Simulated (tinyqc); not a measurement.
Worked calculation: one-electron ion in a basis of Gaussians. Computed by tinyqc, a small Python program that keeps every step. Settings: Z = 3, l = 2. Command: `OMP_NUM_THREADS=1 python tinyqc.py 24853 24854 out.jsonl` (the two numbers bound the seeds that draw the settings). One thread of a shared host (Intel(R) Xeon(R) Processor @ 2.60GHz), about 0.01 s of CPU time with the checks.

## Matrices over normalised Gaussians

exponents of r^l exp(-a r^2) (1/bohr^2): 0.01331  0.03617  0.09831  0.26720  0.72620

Z = 3

l = 2

With p = a_i + a_j and I(k) = Gamma((k+1)/2) / (2 p^((k+1)/2)): S = I(2l+2), T = (2l+3) a_i a_j S / p, V = -Z I(2l+1), each divided by sqrt(S_ii S_jj).

S, lower triangle:
```
,1,2,3,4,5
1,1.00000
2,0.65694,1.00000
3,0.21921,0.65684,1.00000
4,0.05013,0.21917,0.65685,1.00000
5,0.00969,0.05012,0.21919,0.65687,1.00000
```

T (hartree), lower triangle:
```
,1,2,3,4,5
1,0.04659
2,0.04474,0.12660
3,0.01799,0.12158,0.34408
4,0.00445,0.04887,0.33045,0.93520
5,0.00089,0.01209,0.13285,0.89815,2.54170
```

V (hartree), lower triangle:
```
,1,2,3,4,5
1,-0.29456
2,-0.26382,-0.48558
3,-0.13222,-0.43487,-0.80055
4,-0.04793,-0.21794,-0.71696,-1.31980
5,-0.01505,-0.07900,-0.35932,-1.18201,-2.17580
```

## Generalised eigenproblem

H = T + V (hartree), lower triangle:
```
,1,2,3,4,5
1,-0.24798
2,-0.21908,-0.35899
3,-0.11424,-0.31330,-0.45647
4,-0.04348,-0.16906,-0.38651,-0.38460
5,-0.01416,-0.06692,-0.22647,-0.28386,0.36590
```

Solve H C = S C e through S^(-1/2); each column has its largest component positive (the first on a tie).

eigenvalues of S: 0.08671  0.26981  0.71098  1.50133  2.43117

eigenvalues (hartree): -0.49952  -0.28057  -0.17891  0.04100  1.29879

coefficients:
```
,1,2,3,4,5
1,-0.00670,0.16783,1.33274,0.56804,-0.15964
2,0.10871,0.99157,-1.10030,-1.35943,0.46554
3,0.63726,-0.36166,0.13539,1.84164,-0.96498
4,0.35088,-0.31541,0.26175,-1.21491,1.58204
5,0.07338,-0.05683,0.03982,-0.09061,-1.46075
```

For Z = 3 and l = 2 the exact lowest level is -Z^2/(2 n^2) with n = l + 1: -0.500000 hartree.
